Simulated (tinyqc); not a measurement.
Plane-wave Kohn-Sham cycle with exchange-only LDA in a layered model solid, step by step. One step of it, computed by the program tinyqc.

Question. Iteration 1: levels at that k. Diagonalise the Hermitian matrix.

H (hartree):
```
           -2         -1         +0         +1         +2
-2   0.547713  -0.295000   0.000000   0.000000   0.000000
-1  -0.295000  -0.044463  -0.295000   0.000000   0.000000
+0   0.000000  -0.295000  -0.241855  -0.295000   0.000000
+1   0.000000   0.000000  -0.295000  -0.044463  -0.295000
+2   0.000000   0.000000   0.000000  -0.295000   0.547713
```

Give: eigenvalues.

Answer.

eigenvalues (hartree): -0.603  -0.166  0.162  0.670  0.702
